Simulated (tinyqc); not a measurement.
# Configuration-coordinate model of a defect: Huang-Rhys factor and luminescence line shape, step by step

A worked calculation. Computed by tinyqc, a small Python program that keeps every step. Command: `OMP_NUM_THREADS=1 python tinyqc.py 3002317 3002318 out.jsonl ccline walk`. One thread of a shared host (Intel(R) Xeon(R) Processor @ 2.30GHz), about 0.01 s of CPU time with the checks. Intermediate numbers are printed to about 6 digits and carried at full precision; extremes and crossings named in words are read from the listed rows.

Ground state E_g(Q) = (1/2) omega_g^2 Q^2; excited state E_e(Q) = E_0 + (1/2) omega_e^2 (Q - dQ)^2 with E_0 = E_ZPL - (hbar omega_e - hbar omega_g)/2. Q is mass-weighted; the dipole does not depend on Q (Condon approximation).

Inputs (values chosen for the exercise, for a model defect):
```
quantity                           value              unit
zero-phonon energy E_ZPL            1.07                eV
displacement dQ                     1.36  u^(1/2) angstrom
ground-state phonon hbar omega_g    40.8               meV
excited-state phonon hbar omega_e   38.2               meV
temperature T                        300                 K
refractive index n_r                2.97                 -
transition dipole mu                   1        e angstrom
quenching prefactor nu_0           4e+12               1/s
```

Modes: different frequencies.

Constants: hbar^2/u = 4.18015928e-03 eV angstrom^2; k_B = 8.617333262e-05 eV/K; hbar = 6.582119569e-16 eV s; e = 1.602176634e-19 C; eps_0 = 8.8541878128e-12 F/m; hbar = 1.054571817e-34 J s; c = 299792458 m/s.

## Huang-Rhys factors and vertical energies

S = hbar omega dQ^2/(2 hbar^2/u) for each state; relaxation energy S hbar omega; absorption at E_0 + S_e hbar omega_e, emission at E_0 - S_g hbar omega_g; the Stokes shift is their difference.

S_g = 9.02641

S_e = 8.45120

relaxation energy, ground state = 0.368278 eV

relaxation energy, excited state = 0.322836 eV

vertical absorption energy = 1.39414 eV

vertical emission energy = 0.703022 eV

Stokes shift = 0.691113 eV

The coupling is strong: a broad band, with almost no zero-phonon line.

## Franck-Condon overlaps

Overlaps <m_e|n_g> of harmonic-oscillator functions (Hermite recursion, positive leading coefficients) by a sum over an even grid (700 points from x = -9 to 9 + d for the small table, 1500 points from -16 to 16 + d for the thermal sums), with x = Q sqrt(omega_g/hbar), d = sqrt(2 S_g) and frequency ratio omega_e/omega_g.

<m_e|n_g>:
```
           n=0        n=1        n=2        n=3        n=4        n=5        n=6
m=0   0.012715   0.036945   0.076200   0.128818   0.189313   0.249783   0.301974
m=1  -0.038181  -0.098228  -0.176590  -0.254900  -0.310968  -0.326954  -0.295249
m=2   0.080774   0.180723   0.275002   0.322066   0.295579   0.196985   0.053874
m=3  -0.139008  -0.264061  -0.324533  -0.276647  -0.132385   0.048667   0.192964
```

From m = 0 these seven lines hold 21.3 % of the weight.

## Band at temperature T

Initial levels m = 0..24 carry Boltzmann weights exp(-m hbar omega_e/k_B T), normalised; final levels n = 0..79; a line lies at E_ZPL + m hbar omega_e - n hbar omega_g with weight w_m <m|n>^2. Moments are taken over these weights without the E^3 factor; FWHM = 2 sqrt(2 ln 2) x standard deviation; the zero-phonon weight is w_0 <0|0>^2, since the other m -> m lines are offset by m (hbar omega_e - hbar omega_g).

mean emission energy = 0.700883 eV

FWHM from the second moment = 0.376376 eV

zero-phonon weight = 1.24790e-04

skewness = -0.230538

## Crossing, radiative lifetime and thermal quenching

The curves cross at the root Q_c nearest dQ; the barrier is (1/2) omega_e^2 (Q_c - dQ)^2, with (1/2) omega^2 = (hbar omega)^2/(2 hbar^2/u). k_r = n_r omega^3 mu^2/(3 pi eps_0 hbar c^3) at the vertical emission energy, without local-field correction; k_nr = nu_0 exp(-barrier/k_B T) (Mott-Seitz); yield = k_r/(k_r + k_nr); T_1/2 = barrier/(k_B ln(nu_0/k_r)).

Q_c = 2.58951 u^(1/2) angstrom

classical barrier = 0.263856 eV

radiative lifetime = 255.253 ns

luminescence yield = 0.0258334

quenching temperature T_1/2 = 221.296 K

At 300 K the centre is quenched; tunnelling, left out here, starts the quenching earlier. Caution: the barrier is below the relaxation energy of the excited state, so vertical excitation lands above the crossing and may bypass luminescence (Dexter-Klick-Russell rule). Caution: the band is wide against its energy, so the E^3 factor left out of the moments shifts the observed peak up.

## Width and zero-phonon weight against temperature

For comparison: FWHM(0) sqrt(coth(hbar omega_e/2 k_B T)) with FWHM(0) from the first row, and exp(-S_g coth(hbar omega_e/2 k_B T)).

Against temperature:
```
T (K)  mean energy (eV)  FWHM (eV)  coth law (eV)  zero-phonon weight  exp(-S coth)
22             0.701678   0.298348       0.298348         1.61682e-04   1.20193e-04
66             0.701675   0.298709       0.298709         1.61486e-04   1.17591e-04
130            0.701586   0.308377       0.308374         1.56339e-04   6.48575e-05
220            0.701265   0.341183       0.341171         1.40125e-04   7.47784e-06
350            0.700623   0.398611       0.398576         1.16119e-04   1.00826e-07
530            0.699623   0.474539       0.474457         9.16303e-05   1.21904e-10
750            0.698342   0.556851       0.556697         7.21517e-05   2.24530e-14
```

The width grows by a factor 1.87, flat while k_B T is well below hbar omega and as sqrt(T) above; the coth law, exact only for equal frequencies, misses by at most 0.028 %. The mean energy moves by -3.3 meV because the frequencies differ. The zero-phonon weight goes from 1.62e-4 to 7.22e-5, against 1.20e-4 to 2.25e-14 for the exponential rule, which assumes many modes of equal frequency in both states.

Checks made by the program: grid overlaps at equal frequencies against the Poisson weights (relative difference below 1e-10).
